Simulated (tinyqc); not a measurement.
Worked calculation: LDA (PW92) atom on a uniform radial grid, spin-unpolarised, for Be. Computed by tinyqc, a small Python program that keeps every step. Settings: Z = 4, points = 128, R = 15.0, functional = lda,pw, mixing = 1.0, iteration cap = 76. Command: `OMP_NUM_THREADS=1 python tinyqc.py 27130 27131 out.jsonl` (the two numbers bound the seeds that draw the settings). One thread of a shared host (Intel(R) Xeon(R) Processor @ 2.60GHz), about 0.08 s of CPU time with the checks. Later iterations appear only in the table of the cycle.

## Iteration 1

Spherical atom on a uniform radial grid r_j = j h with h = R/(N + 1), h sum u^2 = 1 and integrals as h times sums, u(0) = u(R) = 0 (atomic units):

| parameter | value |
|---|---|
| Z | 4 |
| points N | 128 |
| R | 15.000000 |
| h | 0.116279 |
| mixing | 1.000000 |
| electrons in 1s | 2 |
| electrons in 2s | 2 |

Three-point differences turn -u''/2 + [l(l+1)/2r^2 - Z/r + V] u = e u into a tridiagonal matrix (diagonal 1/h^2 + potential, off-diagonal -1/2h^2). D = sum f u^2; the Hartree potential y/r solves y'' = -D/r with y(0) = 0, y(R) = N_e; v_xc comes from rho = D/(4 pi r^2); E = sum f e - int D V + int D (V_H/2 + eps_xc); V(new) = V + mixing (V_H + v_xc - V).

eigenvalues (hartree): 1s -7.608631, 2s -1.973666

Every 8th grid point:

| r | V in | u(1s) | u(2s) | D | V_H | v_xc |
|---|---|---|---|---|---|---|
| 0.930233 | 0.000000 | 0.387882 | -0.684890 | 1.239052 | 3.569417 | -0.538978 |
| 1.860465 | 0.000000 | 0.021231 | -0.700097 | 0.981173 | 2.102589 | -0.327731 |
| 2.790698 | 0.000000 | 0.000872 | -0.280798 | 0.157697 | 1.430981 | -0.147939 |
| 3.720930 | 0.000000 | 0.000032 | -0.083407 | 0.013913 | 1.074901 | -0.060328 |
| 4.651163 | 0.000000 | 1.09e-06 | -0.021273 | 0.000905 | 0.859996 | -0.023060 |
| 5.581395 | 0.000000 | 3.57e-08 | -0.004945 | 0.000049 | 0.716667 | -0.008340 |
| 6.511628 | 0.000000 | 1.14e-09 | -0.001080 | 2.33e-06 | 0.614286 | -0.002880 |
| 7.441860 | 0.000000 | 3.57e-11 | -0.000226 | 1.02e-07 | 0.537500 | -0.000960 |
| 8.372093 | 0.000000 | 0 | -0.000046 | 4.14e-09 | 0.477778 | -0.000312 |
| 9.302326 | 0.000000 | 0 | -0.000009 | 1.60e-10 | 0.430000 | -0.000100 |
| 10.232558 | 0.000000 | 0 | -1.72e-06 | 0 | 0.390909 | -0.000031 |
| 11.162791 | 0.000000 | 0 | -3.25e-07 | 0 | 0.358333 | 0.000000 |
| 12.093023 | 0.000000 | 0 | -6.06e-08 | 0 | 0.330769 | 0.000000 |
| 13.023256 | 0.000000 | 0 | -1.11e-08 | 0 | 0.307143 | 0.000000 |
| 13.953488 | 0.000000 | 0 | -1.99e-09 | 0 | 0.286667 | 0.000000 |
| 14.883721 | 0.000000 | 0 | -1.28e-10 | 0 | 0.268750 | 0.000000 |

total energy = -12.78269771 hartree

## Iteration 2

As before.

eigenvalues (hartree): 1s -2.703864, 2s -0.035120

Every 8th grid point:

| r | V in | u(1s) | u(2s) | D | V_H | v_xc |
|---|---|---|---|---|---|---|
| 0.930233 | 3.030439 | 0.552461 | -0.142432 | 0.651000 | 2.804301 | -0.441861 |
| 1.860465 | 1.774858 | 0.079967 | -0.462170 | 0.439992 | 1.712961 | -0.256924 |
| 2.790698 | 1.283041 | 0.010030 | -0.513263 | 0.527080 | 1.274979 | -0.212434 |
| 3.720930 | 1.014574 | 0.001199 | -0.454448 | 0.413048 | 1.012522 | -0.166127 |
| 4.651163 | 0.836936 | 0.000140 | -0.371291 | 0.275714 | 0.833955 | -0.128829 |
| 5.581395 | 0.708327 | 0.000016 | -0.294178 | 0.173081 | 0.705421 | -0.100559 |
| 6.511628 | 0.611405 | 1.89e-06 | -0.230191 | 0.105975 | 0.609345 | -0.079227 |
| 7.441860 | 0.536540 | 2.19e-07 | -0.178940 | 0.064039 | 0.535329 | -0.062918 |
| 8.372093 | 0.477466 | 2.54e-08 | -0.138273 | 0.038239 | 0.476842 | -0.050223 |
| 9.302326 | 0.429900 | 2.93e-09 | -0.105965 | 0.022457 | 0.429613 | -0.040152 |
| 10.232558 | 0.390878 | 3.39e-10 | -0.080108 | 0.012835 | 0.390761 | -0.031997 |
| 11.162791 | 0.358333 | 3.93e-11 | -0.059140 | 0.006995 | 0.358283 | -0.025228 |
| 12.093023 | 0.330769 | 0 | -0.041785 | 0.003492 | 0.330756 | -0.019417 |
| 13.023256 | 0.307143 | 0 | -0.026982 | 0.001456 | 0.307140 | -0.014162 |
| 13.953488 | 0.286667 | 0 | -0.013827 | 0.000382 | 0.286666 | -0.008946 |
| 14.883721 | 0.268750 | 0 | -0.001517 | 4.60e-06 | 0.268750 | -0.002106 |

total energy = -13.58471829 hartree

## Convergence

Stop when input and output potentials agree to 1e-7.

Course of the cycle (hartree):

| iteration | E | e(1s) | e(2s) | largest \|V(out) - V(in)\| |
|---|---|---|---|---|
| 1 | -12.78269771 | -7.608631 | -1.973666 | 6.56e+00 |
| 2 | -13.58471829 | -2.703864 | -0.035120 | 1.86e+00 |
| 3 | -13.68368790 | -3.918071 | -0.306287 | 6.66e-01 |
| 4 | -13.69589456 | -3.456112 | -0.172774 | 2.23e-01 |
| 5 | -13.69723956 | -3.609981 | -0.212206 | 7.54e-02 |
| 6 | -13.69739482 | -3.557848 | -0.198501 | 2.55e-02 |
| 7 | -13.69741250 | -3.575447 | -0.203085 | 8.61e-03 |
| 8 | -13.69741452 | -3.569495 | -0.201530 | 2.91e-03 |
| 9 | -13.69741475 | -3.571507 | -0.202055 | 9.84e-04 |
| 10 | -13.69741478 | -3.570827 | -0.201877 | 3.33e-04 |
| 11 | -13.69741478 | -3.571057 | -0.201937 | 1.12e-04 |
| 12 | -13.69741478 | -3.570979 | -0.201917 | 3.80e-05 |
| 13 | -13.69741478 | -3.571005 | -0.201924 | 1.29e-05 |
| 14 | -13.69741478 | -3.570996 | -0.201922 | 4.35e-06 |
| 15 | -13.69741478 | -3.570999 | -0.201922 | 1.47e-06 |
| 16 | -13.69741478 | -3.570998 | -0.201922 | 4.97e-07 |
| 17 | -13.69741478 | -3.570999 | -0.201922 | 1.68e-07 |
| 18 | -13.69741478 | -3.570999 | -0.201922 | 5.68e-08 |

Converged in 18 iterations. A uniform grid resolves the cusp poorly: for a bare nucleus this grid gives 1s at -7.60863 against -Z^2/2 = -8 hartree. Before convergence this energy mixes input and output and is not variational, so it may rise towards its limit.
